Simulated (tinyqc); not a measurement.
A periodic Ge profile (wiggle well): inter-valley coupling by envelope functions against a chain of atomic planes.

Chain: E(phi) = e0 + 2 v cos(phi) + 2 u cos(2 phi), cos(phi0) = -v/(4u), e0 = 2u + v^2/(4u); plane j = 0, 1, ... has the potential V_j = dE x_j + F (j - 30) a/4 (1 MV/m = 1e-4 V/angstrom). There are 30 barrier planes a side; with y = j - 29.5, x_j = xb (f(y) + f(Nw - y)), f(y) = 1/(1 + exp(y/L)), plus any Ge added in the well. The valley splitting is the spacing of the two lowest levels. Envelope theory: F_j solves a one-valley chain with hopping -b and diagonal 2b + V_j, b = 4u sin^2(phi0), sum F_j^2 = 1; the valleys couple by Dv = sum_j F_j^2 V_j exp(-2 i phi0 j) and split by 2|Dv|.

Values chosen for the exercise (near those of the Delta valleys of silicon in a SiGe well; shifted at random, so the results belong to these values and not to a real crystal): a = 5.431 angstrom (lattice constant; planes lie a/4 apart); u = 0.609 eV (second-neighbour hopping); v = 0.648 eV (nearest hopping); Nw = 54 (planes in the well); L = 1.25 planes (interface width); xb = 0.32 (Ge fraction of the barriers); dE = 0.58 eV (offset per unit Ge fraction); F = 8 MV/m (field); xw = 0.007 (mean Ge fraction of the wiggle).

periods (planes): pi/phi0 1.70734, pi/(pi - phi0) 2.41374

Added fraction xw (1 - cos(2 pi (j - 30)/p)) on the well planes; p = f times the resonant period pi/(pi - phi0). At resonance the estimate is dE xw.

Against period:
```
f     p (planes)  mean of the doublet (meV)  splitting, chain (micro-eV)  envelope
0.90      2.1724                      33.08                          313       336
0.95      2.2931                      33.03                         1974      2031
0.98      2.3655                      33.08                         3577      3602
0.99      2.3896                      33.10                         3890      3890
1.00      2.4137                      33.11                         4006      3983
1.01      2.4379                      33.10                         3917      3877
1.02      2.4620                      33.08                         3651      3599
1.05      2.5344                      33.03                         2315      2248
1.10      2.6551                      33.06                          677       633
1.50      3.6206                      33.10                           15        15
3.00      7.2412                      33.11                            3         3
```

What can be read from this table?

The splitting peaks at f = 1 with 4.01 meV, against the estimate dE xw = 4.06 meV, and is 0.89 and 0.91 of the value at f = 1 two per cent off to either side: the width of the resonance is set by the number of periods under the envelope. At f = 3 it is 3 micro-eV. The chain has one orbital a plane and knows only this resonance; longer periods that work through other bands are outside it.

tinyqc: `OMP_NUM_THREADS=1 python tinyqc.py 1480828 1480829 out.jsonl`; about 0.07 s, one thread, shared Intel(R) Xeon(R) Processor @ 2.30GHz.
